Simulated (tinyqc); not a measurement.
Exciton in an atomically thin sheet (Rytova-Keldysh potential): one step. Overlap and kinetic matrices. Four cases, with inputs chosen for the exercise.

Question. Form S and T.

Relative motion in the plane with V(k) = -2 pi q/(k (kap + r0 k)), q = e^2/(4 pi eps0), c = hbar^2/2m0. Normalised Gaussians exp(-a_i r^2): with A = a_i + a_j, S_ij = 2 sqrt(a_i a_j)/A, T_ij = (4c/mu)(a_i a_j/A) S_ij, V_ij = -q S_ij times the integral over k from 0 to infinity of exp(-k^2/4A)/(kap + r0 k).

Constants: hbar^2/2m0 = 3.80998211 eV angstrom^2.

Case 1.

Values chosen (out of a larger set: near those of a WS2 monolayer; not measured data): al = (0.00121, 0.00542, 0.0244) 1/angstrom^2 (exponents a_i).

mu = 0.1783237 m0

Case 2.

Values chosen (out of a larger set: near those of a MoSe2 monolayer; not measured data): al = (0.000305, 0.00137, 0.00619, 0.0278, 0.125) 1/angstrom^2 (exponents a_i).

mu = 0.3018705 m0

Case 3.

Values chosen (out of a larger set: near those of a WS2 monolayer; not measured data): al = (0.000266, 0.0012, 0.00538, 0.0242, 0.109) 1/angstrom^2 (exponents a_i).

mu = 0.1827024 m0

Case 4.

Values chosen (out of a larger set: near those of a WS2 monolayer; not measured data): al = (0.000509, 0.00229, 0.0103, 0.0464) 1/angstrom^2 (exponents a_i).

mu = 0.1788663 m0

Give: S; T.

Answer.

Case 1.

S:
```
         1        2        3
1  1.00000  0.77252  0.42433
2  0.77252  1.00000  0.77129
3  0.42433  0.77129  1.00000
```

T (eV):
```
         1        2        3
1  0.05170  0.06531  0.04181
2  0.06531  0.23160  0.29233
3  0.04181  0.29233  1.04264
```

Case 2.

S:
```
         1        2        3        4        5
1  1.00000  0.77184  0.42310  0.20721  0.09855
2  0.77184  1.00000  0.77040  0.42313  0.20711
3  0.42310  0.77040  1.00000  0.77187  0.42406
4  0.20721  0.42313  0.77187  1.00000  0.77159
5  0.09855  0.20711  0.42406  0.77159  1.00000
```

T (eV):
```
         1        2        3        4        5
1  0.00770  0.00972  0.00621  0.00316  0.00151
2  0.00972  0.03458  0.04363  0.02789  0.01417
3  0.00621  0.04363  0.15625  0.19728  0.12627
4  0.00316  0.02789  0.19728  0.70174  0.88589
5  0.00151  0.01417  0.12627  0.88589  3.15531
```

Case 3.

S:
```
         1        2        3        4        5
1  1.00000  0.77077  0.42376  0.20740  0.09856
2  0.77077  1.00000  0.77230  0.42432  0.20756
3  0.42376  0.77230  1.00000  0.77149  0.42343
4  0.20740  0.42432  0.77149  1.00000  0.77116
5  0.09856  0.20756  0.42343  0.77116  1.00000
```

T (eV):
```
         1        2        3        4        5
1  0.01109  0.01400  0.00896  0.00455  0.00218
2  0.01400  0.05005  0.06321  0.04047  0.02055
3  0.00896  0.06321  0.22438  0.28325  0.18108
4  0.00455  0.04047  0.28325  1.00931  1.27386
5  0.00218  0.02055  0.18108  1.27386  4.54606
```

Case 4.

S:
```
         1        2        3        4
1  1.00000  0.77144  0.42366  0.20720
2  0.77144  1.00000  0.77151  0.42342
3  0.42366  0.77151  1.00000  0.77112
4  0.20720  0.42342  0.77112  1.00000
```

T (eV):
```
         1        2        3        4
1  0.02168  0.02737  0.01751  0.00889
2  0.02737  0.09756  0.12315  0.07873
3  0.01751  0.12315  0.43879  0.55380
4  0.00889  0.07873  0.55380  1.97671
```

Computed by tinyqc, one run a case: `OMP_NUM_THREADS=1 python tinyqc.py N N+1 out.jsonl` with N = 1281575, 1281622, 1281646, 1281965; one thread of a shared Intel(R) Xeon(R) Processor @ 2.30GHz, about 0.04 s a run at most.
